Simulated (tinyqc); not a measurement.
# Series resistance and length offset from two lengths at two overdrives

Problem. In strong inversion R W = Rsd + k(x)(L - dL), k(x) = (1 + th1 x)/(mu0 Cox x), x the overdrive, Cox = eps0 eox/tox, with Rsd and dL independent of x. Find dL, Rsd, mu0 and th1.

Parameters, values chosen for the exercise: relative permittivity of the gate insulator (close to silicon dioxide) eox = 3.9; insulator thickness tox = 1.1 nm.

Constants: eps0 = 8.8541878128e-14 F/cm where lengths are in cm. Results are converted to the units shown.

total resistance times width (ohm um):

|  | L = 0.11 um | L = 0.48 um |
|---|---|---|
| overdrive 0.43 V | 1066.54670 | 3428.88649 |
| overdrive 1.17 V | 724.144142 | 1752.91606 |

Answer. At each overdrive R W is a straight line in L; the two lines cross at L = dL, R W = Rsd. Their slopes give k x = (1 + th1 x)/(mu0 Cox), a straight line in x.

dL = 0.01500 um
Rsd = 460.0 ohm um
mu0 = 130.0 cm^2/(V s)
th1 = 0.2800 1/V

Numbers from tinyqc (`OMP_NUM_THREADS=1 python tinyqc.py 2210117 2210118 out.jsonl`; about 0.01 s on one thread of a shared Intel Xeon 2.30GHz).
